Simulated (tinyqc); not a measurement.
Pelgrom slope, floor and doping from two device sizes.

Inverse problem. s^2 = A^2/(L W) + s0^2, with s0 independent of size and A = (q/Cox) sqrt(Na Wd/3) from random dopants alone, Cox = 3.9 eps0/ti. Find A, s0 and Na.

Values chosen for this exercise: oxide-equivalent thickness in inversion ti = 2.2 nm.

Constants: q = 1.602176634e-19 C, eps0 = 8.8541878128e-14 F/cm where lengths are in cm. Results are converted to the units shown.

s for gate areas 0.012 and 0.35 um^2 (mV): [16.1525525, 5.42031613]
Wd = 16.2421053 nm

Solution. s^2 is linear in 1/area: slope A^2, intercept s0^2.

A = 1.696 mV um
s0 = 4.600 mV
Na = 5.100e18 cm^-3

Numbers from tinyqc (`OMP_NUM_THREADS=1 python tinyqc.py 2090090 2090091 out.jsonl`; about 0.01 s on one thread of a shared Intel Xeon 2.30GHz).
